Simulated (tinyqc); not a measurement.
Polycrystalline film, grain-boundary barriers (Seto model): one step of the calculation.

One-dimensional grains of size Lg with donors N; each boundary has Qt acceptor-like traps per area at one level Et below the band edge. Trapped electrons qt deplete a width w = qt/N (both sides together) and raise a barrier Vb = q N w^2/(8 eps0 eps_r). Current crosses the barriers by thermionic emission at small bias. Abrupt depletion, full ionisation, Boltzmann statistics.

Problem. Critical doping and limits of the barrier. N* = Qt/Lg; fully depleted grains have Vb = q N Lg^2/(8 eps0 eps_r), filled traps Vb = q Qt^2/(8 eps0 eps_r N); the true barrier cannot exceed the smaller.

Parameters, values chosen for the exercise; values close to those of polycrystalline silicon: relative permittivity of the semiconductor eps_r = 11.7; grain size Lg = 400 nm; trap density at a boundary Qt = 1.3e12 cm^-2; donor density N = 2.4e17 cm^-3.

Constants: q = 1.602176634e-19 C, eps0 = 8.8541878128e-14 F/cm where lengths are in cm. Results are converted to the units shown.

Give: N*; Vb, fully depleted; Vb, traps filled.

Solution.

N* = 3.2500e16 cm^-3
Vb, fully depleted = 7.4236 V
Vb, traps filled = 0.13613 V

Computed by the program tinyqc: `OMP_NUM_THREADS=1 python tinyqc.py 2610138 2610139 out.jsonl`, one thread of a shared Intel Xeon 2.30GHz, about 0.01 s for the whole run.
